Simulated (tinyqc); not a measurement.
Power law or saturation: oxide trap near a transistor channel: two-state multiphonon kinetics, telegraph noise and bias instability. Computed by tinyqc, a small Python program. Command: `OMP_NUM_THREADS=1 python tinyqc.py 3001862 3001863 out.jsonl oxidetrap walk`. One thread of a shared host (Intel(R) Xeon(R) Processor @ 2.30GHz), about 0.01 s of CPU time with the checks.

An n-channel device under positive gate bias. The trap is empty (state 1) or holds an electron (state 2); both states are parabolas of equal curvature, and the electron reservoir is taken at the Fermi level of the channel.

Inputs (values chosen for the exercise, with an insulator like Al2O3 on silicon):
```
quantity,value,unit
attempt rate k_0 at the interface,9e+11,1/s
temperature T,450,K
mean capture barrier mu_c,1,eV
spread of the barriers s_c,0.2,eV
saturation shift dV_max,190,mV
```

Parts treated: one trap and an ensemble.

Constants: k_B = 8.617333262e-05 eV/K.

Method. For a normal spread of capture barriers (given for the stress field, with depth and field not resolved, k_0 being taken as the effective rate of the ensemble), traps with barrier below k_B T ln(k_0 t) are filled: dV(t) = (dV_max/2) erfc((mu_c - k_B T ln(k_0 t))/(sqrt(2) s_c)); local exponent n = d ln dV/d ln t (central difference, factor 1.01 in t). The extrapolation continues the power law fitted through 10 s and 1000 s.

Against stress time:
```
t (s),shift (mV),local exponent,power law (mV),shift at T + 50 K (mV)
1.00e-03,30.03,2.9608e-01,100.51,54.79
1.00e-01,86.72,1.6847e-01,122.31,126.89
1.00e+01,148.83,7.2656e-02,148.83,175.38
1.00e+03,181.10,1.9912e-02,181.10,188.52
1.00e+05,189.03,2.8665e-03,220.37,189.94
1.00e+07,189.95,1.9313e-04,268.16,190.00
3.00e+08,190.00,1.5840e-05,309.99,190.00
```

What follows from these numbers?

The exponent falls from 0.296 to 0.000 as the front climbs the distribution, so the power law overstates the shift at 3e8 s (about ten years) by a factor 1.63. Heating by 50 K raises the shift at 1000 s by a factor 1.04: time and temperature enter only through T ln(k_0 t).
